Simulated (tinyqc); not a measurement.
Worked calculation: deep trap from a strong local potential in a two-band host (Koster-Slater model with semi-elliptic bands). Computed by tinyqc, a small Python program that keeps every step. Command: `OMP_NUM_THREADS=1 python tinyqc.py 3019678 3019679 out.jsonl deeptrap walk`. One thread of a shared host (Intel(R) Xeon(R) Processor @ 2.30GHz), about 0.03 s of CPU time with the checks. Intermediate numbers are printed to about 6 digits and carried at full precision; extremes and crossings named in words are read from the listed rows.

The valence band spans -2 W_v to 0 and the conduction band E_g to E_g + 2 W_c. The orbital at the impurity site has weight f_v in the valence band and 1 - f_v in the conduction band, each spread as a semi-ellipse (2/(pi W^2)) sqrt(W^2 - x^2) about the band centre. The impurity adds U to this orbital. Spin is left out.

Inputs (values chosen for the exercise, with a gap close to that of beta-Ga2O3):

| quantity | value | unit |
|---|---|---|
| gap E_g | 4.82 | eV |
| half-width of the valence band W_v | 4.1 | eV |
| half-width of the conduction band W_c | 3.7 | eV |
| valence weight f_v of the site orbital | 0.48 | - |
| impurity potential U | -28.3 | eV |
| levels per band n | 3 | - |
| trial energy E | 2.33 | eV |

Impurity: attractive, donor-like.

## Green function at the trial energy

In the gap G(E) = f_v (2/W_v^2)[x - sqrt(x^2 - W_v^2)] - (1 - f_v)(2/W_c^2)[y - sqrt(y^2 - W_c^2)], x = E + W_v, y = E_g + W_c - E. The potential that would put a level at E is U = 1/G(E).

valence part = 0.0843343 1/eV

conduction part = -0.0932529 1/eV

G(E) = -0.00891861 1/eV

potential needed = -112.125 eV

## Thresholds and the vacancy level

G falls across the gap from G(0) to G(E_g). A repulsive U binds if U > 1/G(0), an attractive one if U < 1/G(E_g); the vacancy level (U infinite) solves G(E) = 0 (bisection).

G(0) = 0.169928 1/eV

G(E_g) = -0.224080 1/eV

repulsive threshold = 5.88486 eV

attractive threshold = -4.46268 eV

vacancy level = 2.08138 eV

## The trap level

The trap level solves G(E) = 1/U (bisection). With D = -dG/dE = D_v + D_c, D_v = f_v (2/W_v^2)[x/sqrt(x^2 - W_v^2) - 1] and D_c = (1 - f_v)(2/W_c^2)[y/sqrt(y^2 - W_c^2) - 1], the weight on the impurity orbital is 1/(U^2 D) and the conduction-band character is D_c/D.

trap level E_t = 3.04120 eV

weight on the impurity orbital = 0.0314681

conduction-band character = 0.681405

depth below the conduction band = 1.77880 eV

The level comes down from the conduction band and has covered 65 % of the way to the vacancy level, which it can never pass; 97 % of the state lies on host orbitals.

## The same problem as a small matrix

Each band is replaced by n levels e_k = centre + W cos(k pi/(n + 1)) with weights w_k = f (2/(n + 1)) sin^2(k pi/(n + 1)), k = 1..n (valence first); H_kl = e_k delta_kl + U sqrt(w_k w_l).

host levels e_k (eV): -1.2009  -4.1000  -6.9991  11.1363  8.5200  5.9037

weights w_k: 0.12  0.24  0.12  0.13  0.26  0.13

H (eV):
```
         1         2         3        4        5        6
1  -4.5969   -4.8027   -3.3960  -3.5347  -4.9988  -3.5347
2  -4.8027  -10.8920   -4.8027  -4.9988  -7.0693  -4.9988
3  -3.3960   -4.8027  -10.3951  -3.5347  -4.9988  -3.5347
4  -3.5347   -4.9988   -3.5347   7.4573  -5.2029  -3.6790
5  -4.9988   -7.0693   -4.9988  -5.2029   1.1620  -5.2029
6  -3.5347   -4.9988   -3.5347  -3.6790  -5.2029   2.2247
```

## Levels of the small matrix

Diagonalise H (2n rows). The trap level, between the highest valence and the lowest conduction e_k, is number n + 1 from below for an attractive impurity and number n for a repulsive one.

levels (eV): -27.3561  -6.1530  -2.1193  3.0477  6.9840  10.5568

trap level of the matrix = 3.04769 eV

It misses the Green-function level by +0.0065 eV. The lone level at -27.36 eV is the hyperdeep partner, which holds a large part of the impurity orbital.

## Chemical trend: level against potential

U is 1.05, 1.2, 1.5, 2, 3, 5, 10 and 30 times the threshold, rounded to three digits; the largest values are formal and only show the vacancy limit.

Trend:

| U (eV) | E_t (eV) | weight on the impurity | conduction character | E_t - vacancy level (eV) |
|---|---|---|---|---|
| -4.69 | 4.81714 | 0.024392 | 0.996136 | 2.73576 |
| -5.36 | 4.78256 | 0.074158 | 0.984515 | 2.70118 |
| -6.69 | 4.64954 | 0.117347 | 0.960416 | 2.56816 |
| -8.93 | 4.36944 | 0.125598 | 0.918299 | 2.28806 |
| -13.40 | 3.87309 | 0.094268 | 0.839559 | 1.79171 |
| -22.30 | 3.27237 | 0.047020 | 0.728616 | 1.19099 |
| -44.60 | 2.70273 | 0.013610 | 0.608568 | 0.62135 |
| -134.00 | 2.28934 | 0.001555 | 0.515340 | 0.20796 |

dE_t/dU equals the weight on the impurity, which peaks at 0.126 (U = -8.93 eV) and falls to 0.0016 in the last row, so beyond the peak each further eV of potential moves the level less. The level nears the vacancy level, 2.081 eV, as 1/U: it is 0.621 eV away at 10 times the threshold and 0.208 eV at 30 times, and the state is then host-like.

## Opening the gap, as alloying or pressure does

The conduction band is shifted rigidly; widths, weights and U stay.

Against the gap:

| E_g (eV) | E_t (eV) | depth below E_c (eV) | conduction character |
|---|---|---|---|
| 2.41 | 1.44828 | 0.96172 | 0.638828 |
| 3.13 | 1.91330 | 1.21670 | 0.652684 |
| 3.86 | 2.39454 | 1.46546 | 0.665606 |
| 4.34 | 2.71597 | 1.62403 | 0.673652 |
| 4.82 | 3.04120 | 1.77880 | 0.681405 |
| 5.54 | 3.53586 | 2.00414 | 0.692562 |
| 6.27 | 4.04540 | 2.22460 | 0.703367 |
| 7.71 | 5.07285 | 2.63715 | 0.723384 |

As the conduction band moves up by 5.300 eV the level follows by 3.625 eV, a mean slope of 0.68; the local slope is the conduction character. A shallow donor would follow with slope 1 and a shallow acceptor with slope 0.

Checks made by the program: closed form against a 4000-point quadrature of the densities of states (relative difference below 1e-10); 200 levels per band against the Green function (relative difference below 1e-10).
